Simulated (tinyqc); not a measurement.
Comparisons within one model: phonon-assisted absorption at an indirect gap. A value that a table varies takes the place of the one given here.

alpha(E) = sum_j A_j [N_j (E - Eg + w_j)^2 + (N_j + 1)(E - Eg - w_j)^2], each bracket counted only where its base is positive; N_j = 1/(exp(w_j/kB T) - 1). The first term absorbs a phonon and the second emits one; excitons and direct transitions are left out.

Photodiode (Gaertner form with a dead layer): QE = (1 - R) exp(-alpha xj) [1 - exp(-alpha W)/(1 + alpha L)], R = ((nr - 1)/(nr + 1))^2; responsivity = QE/E in A/W for E in eV.

Constants: kB = 8.617333262e-05 eV/K.

Parameters, chosen for this exercise (loosely those of GaP at room temperature; Eg is not tied to T; the results hold for these values, not for the real material):
- Eg = 2.271 eV (indirect gap, held fixed unless listed)
- w = (47.4, 13.2) meV (two zone-edge phonons)
- A = (5400, 720) 1/(cm eV^2) (their strengths)
- T = 400 K
- nr = 3.34 (refractive index)
- xj = 0.33 micrometre (dead layer at the surface)
- W = 20 micrometre (depleted width)
- L = 12 micrometre (minority diffusion length below it)
- E = 2.61 eV (photon energy)

## The square root of alpha at three temperatures

The gap is held fixed, so only the phonon occupations change.

sqrt(alpha) (1/cm^(1/2)):
```
E - Eg (eV)   300 K   450 K   600 K
-0.04         0.237   0.351   0.444
-0.02         0.878   1.301   1.643
0.00          1.580   2.318   2.918
0.02          2.438   3.509   4.384
0.04          3.493   4.903   6.065
0.07          5.544   7.438   9.034
0.10          8.217  10.570  12.603
0.15         13.045  16.200  18.990
0.20         18.014  22.001  25.568
0.30         28.075  33.763  38.909
0.45         43.260  51.532  59.069
0.60         58.478  69.349  79.286
```

Below the gap only phonon absorption acts: at E - Eg = -0.02 eV sqrt(alpha) is 0.878, 1.301 and 1.643 at 300, 450 and 600 K. A straight line through the last two rows meets the axis at E - Eg = +0.0236, +0.0162 and +0.0117 eV: the intercept is roughly a weighted mean of the thresholds, not the gap, and it moves from the emission side towards Eg as the occupations grow. At the last row alpha grows by a factor 1.84 from the lowest to the highest temperature at fixed gap.

## Spectral response

Response:
```
E (eV)  wavelength (nm)  alpha (1/cm)  1/alpha (micrometre)  dead layer  collected     QE    A/W
2.29                541          9.73              1.03e+03       1.000      0.031  0.022  0.009
2.33                532          34.4                   290       0.999      0.104  0.073  0.032
2.39                519           140                  71.5       0.995      0.353  0.249  0.104
2.47                502           425                  23.6       0.986      0.717  0.501  0.203
2.57                482      1.01e+03                  9.88       0.967      0.940  0.645  0.251
2.72                456      2.38e+03                  4.21       0.925      0.998  0.654  0.241
2.92                425      5.09e+03                  1.96       0.845      1.000  0.600  0.205
3.17                391      9.94e+03                  1.01       0.720      1.000  0.511  0.161
3.47                357      1.79e+04                 0.560       0.554      1.000  0.393  0.113
3.87                320      3.21e+04                 0.312       0.347      1.000  0.246  0.064
```

QE is highest, 0.654, at 2.72 eV of those listed and the responsivity at 2.57 eV; reflection alone caps QE at 0.709. Near the gap weak absorption limits it (collected share 0.031); at the top the dead layer passes 0.347. Far above the gap the quadratic law and a constant index are only rough; in the real crystal direct transitions take over near 2.8 eV, so the rows above that understate alpha.

## What moves the response

At the energy E. Each row changes one parameter from the base and keeps the others.

Results:
```
case                  alpha (1/cm)      QE
base                          1319  0.6603
Eg = 2.251 eV                 1488  0.6629
T = 450 K                     1473  0.6628
W = 40 micrometre             1319  0.6777
L = 6 micrometre              1319  0.6520
xj = 0.66 micrometre          1319  0.6322
nr = 3.51                     1319  0.6426
```

The largest shifts from the base row, up to three for each result and ties (the steps differ in size, so this ranks the rows, not the parameters). alpha (1/cm): Eg +169, T +154; unchanged at the printed digits by W, L, xj and nr. QE: xj -0.0281, nr -0.0177, W +0.0175.

Computed by tinyqc, a small Python program: `OMP_NUM_THREADS=1 python tinyqc.py 1652341 1652342 out.jsonl` (the numbers bound the seed that draws the inputs); one thread of a shared host (Intel(R) Xeon(R) Processor @ 2.30GHz), about 0.01 s for the whole set of steps.
